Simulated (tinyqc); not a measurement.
Yield per ion against the flux ratio: ion-assisted plasma etching: sheath, surface coverage, synergy and aspect-ratio dependence. Computed by tinyqc, a small Python program. Command: `OMP_NUM_THREADS=1 python tinyqc.py 3016013 3016014 out.jsonl etch walk`. One thread of a shared host (Intel(R) Xeon(R) Processor @ 2.30GHz), about 0.08 s of CPU time with the checks.

Radicals adsorb on bare sites; ions remove covered sites with a high yield and bare sites by sputtering; a slow spontaneous reaction acts everywhere, walls included.

Inputs (values chosen for the exercise, close to those used for silicon in a halogen plasma):

| quantity | value | unit |
|---|---|---|
| plasma density n_e | 5.8e+09 | 1/cm^3 |
| electron temperature T_e | 3.3 | eV |
| ion mass M_i | 80 | u |
| sheath voltage V | 45 | V |
| radical density n | 2e+13 | 1/cm^3 |
| radical mass M_n | 80 | u |
| gas temperature T_g | 400 | K |
| sticking coefficient s | 0.66 | - |
| radicals per removed unit x | 3 | - |
| yield slope b | 0.3 | eV^(-1/2) |
| threshold E_th | 27 | eV |
| sputter slope b_p | 0.025 | eV^(-1/2) |
| sputter threshold E_p | 30 | eV |
| spontaneous reaction probability k_c | 0.00023 | - |
| solid density N | 5e+22 | 1/cm^3 |
| ion temperature T_i | 0.24 | eV |

Feature: long trench.

Constants: e = 1.602176634e-19 C; u = 1.6605390666e-27 kg; k_B = 1.380649e-23 J/K; eps_0 = 8.8541878128e-12 F/m.

Method:
- Bohm speed u_B = sqrt(e T_e/M_i); ion flux G_i = 0.61 n_e u_B; radical flux G_n = n c/4 with c = sqrt(8 k_B T_g/(pi M_n)).
- Debye length lambda_D = sqrt(eps_0 T_e/(e n_s)) with n_s = 0.61 n_e, T_e in volts; Child-law sheath d = (sqrt2/3) lambda_D (2 V/T_e)^(3/4); ion energy E = V + T_e/2; angular spread = arctan(sqrt(T_i/E)).
- Yields: Y = b (sqrt(E) - sqrt(E_th)) on covered sites, Y_p = b_p (sqrt(E) - sqrt(E_p)) on bare ones (zero below threshold).
- Steady coverage: s G_n (1 - theta) = x Y G_i theta; removal flux = Y G_i theta + Y_p G_i (1 - theta) + k_c G_n; rate = flux/N, 1 cm/s = 6e8 nm/min.
- The ion flux is fixed and the radical flux set by the ratio; the removal per ion is the removal flux over G_i.

yield Y = 0.490178

sputter yield Y_p = 0.0338214

ion flux G_i = 7.05831e+14 1/(cm^2 s)

Open field:

| G_n/G_i | theta | rate (nm/min) | removal per ion |
|---|---|---|---|
| 0.3 | 0.11867 | 0.7457 | 0.0880 |
| 1 | 0.30978 | 1.4858 | 0.1754 |
| 3 | 0.57382 | 2.5103 | 0.2964 |
| 10 | 0.81779 | 3.4670 | 0.4093 |
| 30 | 0.93087 | 3.9430 | 0.4655 |
| 100 | 0.97820 | 4.2624 | 0.5032 |
| 300 | 0.99263 | 4.7077 | 0.5558 |
| 1000 | 0.99778 | 6.0913 | 0.7192 |
| 3000 | 0.99926 | 9.9932 | 1.1798 |

What follows from these numbers?

Coverage reaches one half at G_n/G_i = x Y/s = 2.23. Below that the ion-assisted part follows the radical flux, on top of the sputter floor Y_p = 0.0338; above it the ion-assisted part saturates at Y = 0.490 per ion, and the further rise to 1.18 comes from the spontaneous reaction, which costs anisotropy.
